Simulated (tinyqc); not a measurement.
Dopants and charged point defects at anneal temperature: Fermi-level effect, clustering and pairing: one step, computed by the program tinyqc.

Boltzmann statistics and full ionisation of active dopants. Energies are counted from the valence band; the defect (a vacancy or self-interstitial) has five charge states, with all degeneracy factors one.

Question. Pairing in storage. An oppositely charged mobile impurity (density M) pairs with the dopant: pairs/free = Z (N_2/N_s) exp(E_b/k_B T_2) for M << N_2; capture radius R = e^2/(4 pi eps eps_0 k_B T_2); D_m = D_0 exp(-E_m/k_B T_2); association rate 4 pi R D_m N_2; dissociation rate = association rate/(pairs/free); tau = 1/(sum of both). Trapping slows long-range motion to D_m/(1 + pairs/free).

Inputs (values chosen for the exercise, with bands modelled on germanium): site density N_s = 4.8e+22 cm^-3; pair binding energy E_b = 0.53 eV; pair configurations Z = 6; storage temperature T_2 = 300 K; impurity diffusion prefactor D_0 = 0.00087 cm^2/s; impurity migration energy E_m = 0.71 eV; dielectric constant eps = 16.3; active dopant density in the stored part N_2 = 5.8e+15 cm^-3.

Dopant: donor. Second part: pairing with a mobile impurity.

Constants: k_B = 8.617333262e-05 eV/K; e^2/(4 pi eps_0) = 14.39964548 eV angstrom.

Give: pairs/free; paired share; capture radius R; D_m; pairing time constant; effective diffusivity of the impurity.

Answer.

pairs/free = 580.7

paired share = 0.9983

capture radius R = 34.17 angstrom

D_m = 1.028e-15 cm^2/s

pairing time constant = 38985 s

effective diffusivity of the impurity = 1.767e-18 cm^2/s
